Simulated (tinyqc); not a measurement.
A particle near a wafer in liquid: double-layer and van der Waals forces (DLVO), deposition barrier and removal: one step, computed by the program tinyqc. Command: `OMP_NUM_THREADS=1 python tinyqc.py 3110230 3110231 out.jsonl dlvo walk`. One thread of a shared host (Intel(R) Xeon(R) Processor @ 2.30GHz), about 0.01 s of CPU time with the checks.

Sphere and flat wall, Derjaguin approximation, constant potentials in the linear-superposition form, no retardation and no hydration force.

Problem. Removing an attached particle. Adhesion F_a = A R/(6 h0^2) [1 + a^2/(R h0)] - kappa Z R exp(-kappa h0), a the contact radius. Drag in a shear flow F_d = 1.7 x 6 pi mu R^2 G, acting at 1.4 R; rolling starts when 1.4 R F_d = a F_a. Wall shear stress = mu G.

Inputs (values chosen for the exercise, of the order of those for alumina on silica in water):
```
quantity                 value   unit
particle radius R           80     nm
Hamaker constant A     1.2e-20      J
temperature T              298      K
contact distance h0        0.3     nm
contact radius over R    0.088      -
viscosity                 0.77  mPa s
```

kappa = 0.3604203 1/nm

Z = 14.26017 pN

Give: van der Waals adhesion; net adhesion F_a; wall shear stress for rolling; shear rate G.

Solution.

van der Waals adhesion = 5449 pN

net adhesion F_a = 5080 pN

wall shear stress for rolling = 1557 Pa

shear rate G = 2.022e+06 1/s
